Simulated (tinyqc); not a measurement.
Virtual-crystal alloy in the empirical-pseudopotential method, step by step. Values are carried at full precision from step to step, so a last printed digit may differ when a step is redone from the rounded ones.

Virtual crystal A(1-x)B(x): a = (1 - x) a_A + x a_B. Rule linear: V = (1 - x) V_A + x V_B. Rule volume: V = [(1 - x) a_A^3 V_A + x a_B^3 V_B]/a^3, since a form factor is an atomic potential divided by the cell volume.

Constants: hbar^2/2m0 = 3.80998211 eV angstrom^2; Ry = 13.60569312 eV.

Inputs chosen for the exercise (classic local form factors of the size used for Si (A) and Ge (B), which place X and L only to a few tenths of an eV; shifted at random, so the results belong to these values and not to a real crystal):
```
symbol  value                  unit      meaning
a       (5.432, 5.66)          angstrom  lattice constants of A, B
VSA     (-0.208, 0.04, 0.081)  Ry        symmetric form factors of A
VAA     (0, 0, 0)              Ry        antisymmetric form factors of A
VSB     (-0.226, 0.011, 0.06)  Ry        symmetric form factors of B
VAB     (0, 0, 0)              Ry        antisymmetric form factors of B
rule    linear                           mixing rule
x       0.56                             fraction of B
```

## The virtual crystal

Form a, the two weights and the form factors.

a = 5.5597 angstrom

weights of A and B: 0.44000  0.56000

VS at 3, 8, 11 (Ry): -0.21808  0.02376  0.06924

VA at 3, 4, 11 (Ry): 0.00000  0.00000  0.00000

## The six lowest plane waves at X

Empirical pseudopotential on the fcc lattice, atoms at +/- tau, tau = a (1,1,1)/8, no spin-orbit coupling. H(G,G') = c (2 pi/a)^2 |k + G|^2 delta + VS(q) cos(q.tau) + i VA(q) sin(q.tau), q = G - G', c = hbar^2/2m0; k and G in units of 2 pi/a; VS at |q|^2 = 3, 8, 11 and VA at 3, 4, 11, in rydberg, zero elsewhere. At each k the basis holds all G with |k + G|^2 up to 16; energies are counted from the fourth level at Gamma.

k = (1,0,0) with the small basis G = (0,0,0), (-2,0,0), (-1,1,1), (-1,-1,-1), (-1,1,-1), (-1,-1,1) in place of the full one.

H in this small basis (eV), lower triangle:
```
           000    -200  -1+1+1  -1-1-1  -1+1-1  -1-1+1
000      4.866
-200         0   4.866
-1+1+1  -2.098   2.098   9.732
-1-1-1   2.098  -2.098  -0.323   9.732
-1+1-1  -2.098  -2.098       0       0   9.732
-1-1+1  -2.098  -2.098       0       0   0.323   9.732
```

## Levels in the small basis

Diagonalise; the gap between the fourth and fifth level is a first estimate of the direct gap at X.

levels (absolute scale of H) (eV): 2.527  2.527  9.409  9.409  12.394  12.394

gap = 2.985 eV

The full basis gives 3.783 eV for this gap.

## The lowest conduction band along Gamma-X and at L

Full basis at each k.

Levels (eV):
```
k           band 3  band 4  band 5  band 6
L           -1.189  -1.189   1.348   4.023
(0.00,0,0)   0.000   0.000   2.546   3.380
(0.20,0,0)  -0.514  -0.514   2.796   3.687
(0.40,0,0)  -1.398  -1.398   1.861   4.093
(0.60,0,0)  -2.167  -2.167   1.166   2.702
(0.70,0,0)  -2.441  -2.441   0.959   2.089
(0.80,0,0)  -2.637  -2.637   0.859   1.600
(0.85,0,0)  -2.701  -2.701   0.849   1.405
(0.90,0,0)  -2.752  -2.752   0.867   1.236
(1.00,0,0)  -2.792  -2.792   0.991   0.991
```

On these points band 5 is lowest at (0.85,0,0), 0.849 eV above the valence top: in this model the gap is indirect, by a margin of 1697 meV.

## Checks

- Fifth band at (0.85,0,0) against the equivalent point (0,0,-0.85), on the absolute scale of H (eV): both 10.8615.

Program tinyqc; command `OMP_NUM_THREADS=1 python tinyqc.py 1080698 1080699 out.jsonl`; about 0.2 s on one thread of a shared Intel(R) Xeon(R) Processor @ 2.30GHz.
